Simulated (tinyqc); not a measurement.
Frequency dispersion of an accumulation capacitance by border traps, distributed model: one step of the calculation.

Traps spread evenly through the insulator exchange electrons with the semiconductor by tunnelling, with tau(x) = t0 exp(2 ka x) at depth x from the interface. The admittance per area Y seen at depth x obeys dY/dx = -Y^2/(i w eps0 eox) + q Nb ln(1 + i w tau)/tau, with Y(0) = i w Cs and w = 2 pi f; the gate sees Y(tox) = G + i w C. Working variable y = Y/(i w), in uF/cm^2. Cox = eps0 eox/tox.

Task. Midpoint steps through the active depth. In terms of y: dy/dx = -y^2/(eps0 eox) + s(x), s = q Nb ln(1 + z)/z, z = i w tau. 10 midpoint steps of h = xe/10: y_half = y + (h/2) y'(x, y), y(new) = y + h y'(x + h/2, y_half).

Parameters, values chosen for the exercise; permittivity close to that of aluminium oxide:
```
symbol,value,unit,meaning
eox,8.67,,relative permittivity of the insulator
Cs,3.5,uF/cm^2,semiconductor capacitance in accumulation
Nb,6.8e18,cm^-3 eV^-1,density of border traps
ka,6.5,1/nm,decay constant of the wave function in the insulator
t0,4e-11,s,time constant of a trap at the interface
f,100,Hz,frequency
xe,1.7,nm,depth down to which the steps are taken
```

Constants: q = 1.602176634e-19 C, eps0 = 8.8541878128e-14 F/cm where lengths are in cm. Results are converted to the units shown.

Find: x; s; y.

Result.

```
point  x (nm)  s (uF/(cm^2 nm))   y (uF/cm^2)
0           0    0.1089+0.0000i  3.500+0.000i
1      0.1700    0.1089+0.0000i  3.266+0.000i
2      0.3400    0.1089+0.0000i  3.064+0.000i
3      0.5100    0.1089+0.0000i  2.887+0.000i
4      0.6800    0.1089+0.0000i  2.732+0.000i
5      0.8500    0.1089-0.0001i  2.594+0.000i
6       1.020    0.1089-0.0008i  2.471+0.000i
7       1.190    0.1083-0.0071i  2.360+0.000i
8       1.360    0.0796-0.0405i  2.260-0.004i
9       1.530    0.0148-0.0239i  2.159-0.010i
10      1.700    0.0017-0.0050i  2.061-0.011i
```

Program tinyqc, `OMP_NUM_THREADS=1 python tinyqc.py 2202155 2202156 out.jsonl`; Intel Xeon 2.30GHz, shared host, one thread, about 0.6 s.
